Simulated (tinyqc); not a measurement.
The window in starting coverage: bottom-up copper filling of a trench by curvature-enhanced accelerator coverage. Computed by tinyqc, a small Python program. Command: `OMP_NUM_THREADS=1 python tinyqc.py 3019216 3019217 out.jsonl superfill walk`. One thread of a shared host (Intel(R) Xeon(R) Processor @ 2.30GHz), about 0.07 s of CPU time with the checks.

A rectangular trench keeps vertical walls and a flat floor. An accelerator floats on the surface; where area is lost in the corners it is passed on to the floor.

Inputs (values chosen for the exercise, close to those used for damascene copper plating):
```
quantity,value,unit
trench width w,230,nm
aspect ratio h/w,1.8,-
exchange current of the suppressed surface i_0,0.017,mA/cm^2
exchange current of the accelerated surface i_1,3.4,mA/cm^2
transfer coefficient alpha,0.44,-
overpotential eta,0.18,V
adsorption rate k_a,0,1/s
cupric ion concentration C,0.61,mol/l
diffusivity D,5.7e-06,cm^2/s
boundary layer delta,55,um
temperature T,298,K
```

Constants: e = 1.602176634e-19 C; N_A = 6.02214076e+23 1/mol; k_B = 8.617333262e-05 eV/K.

Method. Kinetic current i_k = [i_0 (1 - theta) + i_1 theta] exp(alpha eta/(k_B T)), limit i_L = 2 F D C/delta, i = 1/(1/i_k + 1/i_L); velocity v = i Omega/(2F), Omega = 7.11 cm^3/mol, F = e N_A. Depletion inside the trench is ignored. Half width x, floor height y, depth h = aspect ratio x w. dx/dt = -v_s, dy/dt = v_b. d theta_b/dt = k_a (1 - theta_b) + [theta_s v_b + theta_b v_s]/x: the floor takes the accelerator of the wall it covers and keeps its own as it narrows. d theta_s/dt = k_a (1 - theta_s). theta_b is capped at 1. Integrate (tolerance 1e-9) until the walls meet (x = 0.02 w/2) or the floor passes the original mouth y = h. Start: x = w/2, y = 0, theta_b = theta_s = theta_0. Height filled = y/h, opening left = x/(w/2).

Outcome:
```
theta_0,v(1)/v(theta_0),height filled,opening left,time (s)
0.001,104.05,0.6177,0.02000,689.33
0.003,78.22,1.0000,0.03971,507.74
0.010,41.95,1.0000,0.11733,250.32
0.020,25.34,1.0000,0.14248,146.89
0.050,11.73,1.0000,0.12840,69.12
0.100,6.33,0.9840,0.02000,41.91
0.200,3.43,0.6866,0.02000,22.69
0.400,1.92,0.4675,0.02000,12.72
0.800,1.15,0.3119,0.02000,7.65
```

The fill succeeds for theta_0 from 0.003 to 0.05 among these rows, with the widest margin at 0.02. Too little accelerator takes too long to concentrate. Too much speeds the walls as well and removes the contrast.
